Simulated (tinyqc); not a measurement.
From results back to parameters: band gaps under pressure and temperature from deformation potentials. Three cases, with inputs chosen for the exercise.

Problem. A gap moves by a ln(V/V0) with V/V0 = (1 + Bp P/B0)^(-1/Bp). B0 and the shifts at two pressures are given.

Case 1.

Values chosen (out of a larger set: near those of Ge, the X and L potentials typical of such crystals; not measured data): P12 = (1.5, 4) GPa (two pressures).

B0 = 75.3667 GPa

shifts at the two pressures (eV): 0.1823999  0.4553657

Case 2.

Values chosen (out of a larger set: near those of GaAs, the X and L potentials typical of such crystals; not measured data): P12 = (1.5, 6) GPa (two pressures).

B0 = 78.2667 GPa

shifts at the two pressures (eV): 0.1515745  0.5438347

Case 3.

Values chosen (out of a larger set: near those of InP, the X and L potentials typical of such crystals; not measured data): P12 = (5, 6) GPa (two pressures).

B0 = 70.5333 GPa

shifts at the two pressures (eV): 0.4148950  0.4867296

Find: ratio of the shifts; Bp; a.

Solution. The ratio of the shifts, ln(1 + Bp P2/B0)/ln(1 + Bp P1/B0), falls steadily from P2/P1 as Bp grows and so fixes Bp; then a = -shift x Bp/ln(1 + Bp P/B0).

Case 1.

ratio of the shifts = 2.4965
Bp = 4.51
a = -9.57 eV

Case 2.

ratio of the shifts = 3.5879
Bp = 4.43
a = -8.24 eV

Case 3.

ratio of the shifts = 1.1731
Bp = 4.01
a = -6.65 eV

Computed by tinyqc, one run a case: `OMP_NUM_THREADS=1 python tinyqc.py N N+1 out.jsonl` with N = 1051071, 1051187, 1051188; one thread of a shared Intel(R) Xeon(R) Processor @ 2.30GHz, about 0.01 s a run at most.
